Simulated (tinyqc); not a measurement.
# Surface Green function of a dimerised chain, Sancho-Rubio decimation: end state of the dimerised chain

A semi-infinite lead of cells 0, 1, 2, ... with H0 inside a cell and H1 = <cell i|H|cell i + 1>. Cell A, B with A at the surface; -t1 joins A and B, -t2 joins B to the next A. z = E + i eta.

Start with e_s = e = H0, a = H1, b = H1^dagger. Each round: g = (z - e)^(-1); e_s <- e_s + a g b; e <- e + a g b + b g a; a <- a g a; b <- b g b (all with the old a, b). Round k joins cells 2^k apart. Stop when the largest entry of the matrices a and b is below 1e-12 eV; g_s = (z - e_s)^(-1), bulk (z - e)^(-1), density of states -Im Tr/pi. At E = dl and eta = 0.0001 eV the weight of a bound state on the first A site is -eta Im g_s(A, A).

Inputs (values chosen for the exercise):
- t2 = 2.7 eV (hopping between cells)
- dl = 0 eV (site energy, +dl on A and -dl on B)

Result of one run:
```
half gap sqrt(dl^2 + (t1 - t2)^2) (eV),weight from g_s,"1 - (t1/t2)^2, or 0"
1.3500,0.75000,0.75000
```

Which hopping inside the cell t1 gave this result: 0.27, 1.35, 1.89 or 3.51 eV?

t1 = 1.35 eV.

The whole series:
```
t1 (eV),half gap sqrt(dl^2 + (t1 - t2)^2) (eV),weight from g_s,"1 - (t1/t2)^2, or 0"
0.27,2.4300,0.99000,0.99000
0.81,1.8900,0.91000,0.91000
1.35,1.3500,0.75000,0.75000
1.89,0.81000,0.51000,0.51000
2.43,0.27000,0.19000,0.19000
2.97,0.27000,6.5321e-9,0
3.51,0.81000,1.9880e-9,0
4.05,1.3500,1.0974e-9,0
```

For t1 < t2 = 2.7 eV the weak bond comes first and a state is bound to the end at E = dl; its weight on the first site falls from 0.990 to 0.190 over these rows and follows 1 - (t1/t2)^2. For t1 > t2 there is none, and the column holds only a remainder of order eta^2 (1.1e-9 in the last row).

Computed by the program tinyqc: `OMP_NUM_THREADS=1 python tinyqc.py 2680127 2680128 out.jsonl`, one thread of a shared Intel Xeon 2.30GHz, about 0.01 s for the whole run.
